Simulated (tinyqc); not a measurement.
Expansion against temperature: quasi-harmonic thermal expansion with mode Grueneisen parameters. Computed by tinyqc, a small Python program. Command: `OMP_NUM_THREADS=1 python tinyqc.py 3013182 3013183 out.jsonl qha walk`. One thread of a shared host (Intel(R) Xeon(R) Processor @ 2.30GHz), about 0.03 s of CPU time with the checks.

A crystal with two atoms a cell; per atom there are 1 transverse acoustic (TA), 1/2 longitudinal acoustic (LA) and 3/2 optical (O) modes. Every frequency of group i scales as nu_i (V/V0)^(-gamma_i). Each group has one frequency. Static energy: E = (9 V0 B0/16) [y^3 B' + y^2 (2 - 4 y)], y = (V0/V)^(2/3) - 1, with pressure P_s = (3 B0/2) (z^7 - z^5) [1 + (3/4)(B' - 4)(z^2 - 1)], z = (V0/V)^(1/3).

Inputs (values chosen for the exercise, modelled on magnesium oxide): static volume V0 = 9.34 angstrom^3/atom; static bulk modulus B0 = 165 GPa; static B' = 4.1; frequency nu_TA = 8.42 THz; frequency nu_LA = 12.5 THz; frequency nu_O = 15.1 THz; Grueneisen parameter gamma_TA = 1.4; Grueneisen parameter gamma_LA = 1.6; Grueneisen parameter gamma_O = 1.6.

Acoustic groups: Einstein.

Constants: h x 1 THz = 4.135667696 meV; k_B = 8.617333262e-05 eV/K; 1 eV/angstrom^3 = 160.2176634 GPa.

Method:
- For a mode with x = h nu/(k_B T), n = 1/(exp(x) - 1): U = h nu (n + 1/2), C/k_B = x^2 n (n + 1); U_i and C_i sum these over group i with its weight per atom.
- Phonon pressure P_ph = sum_i gamma_i U_i/V.
- B_T = -V d(P_s + P_ph)/dV at fixed T (central difference, step 1e-4 V); alpha_V = sum gamma_i C_i k_B/(B_T V), all at V(T); the linear coefficient is alpha_L = alpha_V/3.
- V(T) solves P_s + P_ph = 0. The Grueneisen estimate uses C_i, V0 and B0 at the static volume; gamma_th = sum gamma_i C_i / sum C_i is taken at V(T).

Quasi-harmonic results:
```
T (K)  V/V0 - 1 (%)  B_T (GPa)  alpha_L (ppm/K)  alpha_L, Grueneisen estimate  gamma_th
20           1.2473     161.88            0.000                         0.000    1.4000
40           1.2474     161.88            0.020                         0.018    1.4022
70           1.2492     161.85            0.536                         0.494    1.4223
100          1.2596     161.72            1.835                         1.726    1.4528
150          1.3087     161.21            4.652                         4.442    1.4889
220          1.4449     160.10            7.924                         7.623    1.5111
300          1.6686     158.58           10.226                         9.836    1.5211
450          2.1933     155.54           12.344                        11.775    1.5279
700          3.2072     150.39           13.769                        12.874    1.5312
1000         4.5373     144.23           14.620                        13.305    1.5323
```

What follows from these numbers?

alpha_L is positive throughout. gamma_th moves from 1.40, near gamma_TA = 1.4, to 1.53, near the average over all modes, 1.53, as the stiffer groups take up their share of C. B_T changes by -10.9 % over the table, and at the highest T the estimate at fixed V0 and B0 is off by -9.0 %. Rows with a volume change above 4 % are beyond the safe range of the quasi-harmonic model. In the coldest rows alpha_L is far too small in size, since one frequency a group leaves out the long acoustic waves.

Extremes, crossings and ranges named in words are read from the listed rows.
